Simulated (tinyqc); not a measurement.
Inside a calculation. Model: read current of a NAND string, cells in series solved by shooting.

tinyqc, about 0.9 s, one thread, Intel Xeon 2.30GHz (shared host): `OMP_NUM_THREADS=1 python tinyqc.py 2142137 2142138 out.jsonl` Printed values are rounded.

Cells in series, numbered from 0 at the source line (0 V) to the bit line, each followed by a gap resistance Rg. A cell with gate Vg, threshold VT, source Vs and drain Vd passes I = 2 nf K Vt^2 [F(Vs) - F(Vd)]/(1 + th max(Vg - VT, 0)), F(V) = ln^2(1 + exp((Vg - VT - nf V)/(2 nf Vt))). The selected cell has Vg = Vr, the others Vg = Vp.

Parameters, values chosen for the exercise; values of the order met in vertical NAND strings:

| symbol | value | unit | meaning |
|---|---|---|---|
| T | 300 | K | temperature |
| K | 3 | uA/V^2 | gain factor of a cell |
| nf | 2 |  | slope factor |
| th | 0.13 | 1/V | mobility reduction factor |
| Rg | 4.8 | kohm | resistance of the gap between cells |
| Vbl | 0.5 | V | bit-line voltage |
| Vp | 8 | V | pass voltage |
| Vr | 2.77 | V | read voltage on the selected word line |

Constants: q = 1.602176634e-19 C, kB = 1.380649e-23 J/K, Vt = kB T/q. Results are converted to the units shown.

## Step 1: node voltages for a trial current

first trial current = 0.39 uA
thresholds from the source end, cell 0 to 3 (V): 3.6  -2.5  -2.5  0.9

For a trial current I start at 0 V and, cell by cell (the selected one is cell 3), solve for the drain: sqrt(F(Vd)) = sqrt(F(Vs) - I/k), k = 2 nf K Vt^2/(1 + th max(Vg - VT, 0)), Vd = [Vg - VT - 2 nf Vt ln(exp(sqrt F) - 1)]/nf, then add I Rg.

node voltage after each cell and gap, trial 1, cell 0 to 3 (V): 0.0488184  0.0803306  0.112025  0.218760

## Step 2: node voltages for a trial current

second trial current = 0.71 uA

As before.

node voltage after each cell and gap, trial 2, cell 0 to 3 (V): 0.0896530  0.147582  0.206136  0.451542

## Course of the secant iteration

Secant steps on the end voltage less Vbl, from the two trials; a trial above the saturation current of a cell has no solution and is moved halfway to the previous trial. Stop below 1e-9 V.

Course of the iteration:
```
iteration    I (uA)  end voltage - Vbl (V)  halvings
1          0.776614                 0.0134         0
2          0.762163               -6.71e-4         0
3          0.762850               -9.38e-6         0
4          0.762860                6.54e-9         0
5          0.762860              -6.92e-14         0
```

Converged in 5 iterations to I = 0.76286 uA. The selected cell takes 54.9 % of the bit-line voltage and the gaps together 2.93 %.
